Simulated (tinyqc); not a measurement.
# Band bending at a free surface with one surface level, surface photovoltage and Kelvin probe: effects of single changes

n-type bulk, xi = Ec - EF = Vt ln(Nc/Nd), p0 = ni^2/Nd, ni = sqrt(Nc Nv) exp(-Eg/(2 Vt)), Eg in volts. b is the upward band bending, u = b/Vt. Space charge per area, in units of q: Qc = sign(b) sqrt((2 eps0 eps_r Vt/q) [(Nd + dn)(exp(-u) - 1) + Nd u + (p0 + dn)(exp(u) - 1)]), with dn the excess density under light (flat quasi-Fermi levels; 0 in the dark). The level holds -Ns f, f = 1/(1 + exp((xi + b - Es)/Vt)). Neutrality: Qc + Qf + (charge of the states) = 0.

Parameters, values chosen for the exercise; band and dielectric values close to those of silicon:
```
symbol,value,unit,meaning
T,300,K,temperature
Eg,1.13,eV,band gap
eps_r,11.8,,relative permittivity
Nc,2.83e19,cm^-3,conduction-band density of states at T
Nv,2.65e19,cm^-3,valence-band density of states at T
chi,4.12,eV,electron affinity
Nd,2.4e15,cm^-3,donor density
Qf,0,cm^-2,fixed positive charge at the surface
pt,4.58,eV,work function of the probe tip
Ns,3.7e11,cm^-2,density of an acceptor-like surface level
Es,0.45,eV,its depth below the conduction edge
```

Constants: q = 1.602176634e-19 C, kB = 1.380649e-23 J/K, Vt = kB T/q, eps0 = 8.8541878128e-14 F/cm where lengths are in cm. Results are converted to the units shown.

Each table varies one quantity; the others keep the values above.

## Kelvin-probe contrast of the doping

Work function chi + xi + b; contact potential difference CPD = (work function of the sample) - pt. b solves the neutrality condition in the dark.

Kelvin-probe contrast of the doping:

| Nd (cm^-3) | xi (eV) | b (V) | CPD (mV) |
|---|---|---|---|
| 8.8e13 | 0.3278 | 0.2052 | 73.00 |
| 4.9e14 | 0.2834 | 0.2244 | 47.89 |
| 2.7e15 | 0.2393 | 0.2411 | 20.47 |
| 1.5e16 | 0.1950 | 0.2484 | -16.64 |
| 8.1e16 | 0.1514 | 0.1544 | -154.2 |
| 4.5e17 | 0.1071 | 0.04457 | -308.4 |
| 2.5e18 | 0.06273 | 0.01628 | -381.0 |

What does the table show?

xi falls by 265 mV over the table and the CPD by 454 mV; b goes from 0.205 through a maximum of 0.248 (at Nd = 1.5e16 cm^-3 among the rows listed) to 0.0163 V. Between the first two rows the CPD follows 56.6 % of the change of xi, and between the last two 164 %. It is below 100 % where b rises with the doping (pinning hides it). It exceeds 100 % where b falls as the doping rises.

## Photovoltage against injection

Same model as above.

Under chopped light the surface charge keeps its dark value, so b falls to bL with Qc(bL, dn) = Qc(b, 0); the photovoltage is b - bL.

Photovoltage against injection:

| dn (cm^-3) | bL (V) | photovoltage (mV) | share of b removed (%) |
|---|---|---|---|
| 2.7e6 | 0.2401 | 3.147e-4 | 1.311e-4 |
| 3.4e7 | 0.2401 | 0.003963 | 0.001650 |
| 4.2e8 | 0.2401 | 0.04887 | 0.02035 |
| 5.2e9 | 0.2396 | 0.5924 | 0.2467 |
| 6.4e10 | 0.2342 | 5.931 | 2.470 |
| 8e11 | 0.2105 | 29.63 | 12.34 |
| 9.9e12 | 0.1684 | 71.75 | 29.88 |
| 1.2e14 | 0.1181 | 122.1 | 50.84 |
| 1.5e15 | 0.06551 | 174.6 | 72.72 |
| 1.9e16 | 0.02492 | 215.2 | 89.62 |

What does the table show?

The photovoltage rises from 3.15e-4 to 215 mV, towards the full b = 240 mV. Its steepest rise is 47.9 mV a decade (Vt ln 10 = 59.5 mV), and it reaches 89.6 % of b in the last row: even strong light does not flatten the bands fully, so a saturation reading understates b. For dn = 1.9e16 the injection is high, and a Dember voltage, left out here, adds to the signal.

## Pinning by the surface states

Same model as above.

Results:

| Ns (cm^-2) | b (V) | xi + b (eV) | Qc (cm^-2) |
|---|---|---|---|
| 2.4e10 | 0.038333 | 0.28070 | 2.3966e10 |
| 6.7e10 | 0.14599 | 0.38836 | 6.1347e10 |
| 1.8e11 | 0.21517 | 0.45753 | 7.6980e10 |
| 5.1e11 | 0.24971 | 0.49208 | 8.3709e10 |
| 1.4e12 | 0.27726 | 0.51963 | 8.8710e10 |
| 3.9e12 | 0.30353 | 0.54590 | 9.3229e10 |
| 2.9e13 | 0.35378 | 0.59615 | 1.0131e11 |
| 8.1e13 | 0.37942 | 0.62179 | 1.0520e11 |

Estimate the missing row, Ns = 1.1e13 cm^-2.

Computed row:

| Ns (cm^-2) | b (V) | xi + b (eV) | Qc (cm^-2) |
|---|---|---|---|
| 1.1e13 | 0.32957 | 0.57194 | 9.7503e10 |

With this row back in the table: b rises from 0.0383 to 0.379 V. The level is over 95 % full (Qc near Ns - Qf) in the 1 rows with xi + b more than 3 Vt short of Es = 0.45 eV. Beyond that it empties, and between the last two rows b gains only 57.5 mV a decade.

Computed by the program tinyqc: `OMP_NUM_THREADS=1 python tinyqc.py 2430012 2430013 out.jsonl`, one thread of a shared Intel Xeon 2.30GHz, about 0.01 s for the whole run.
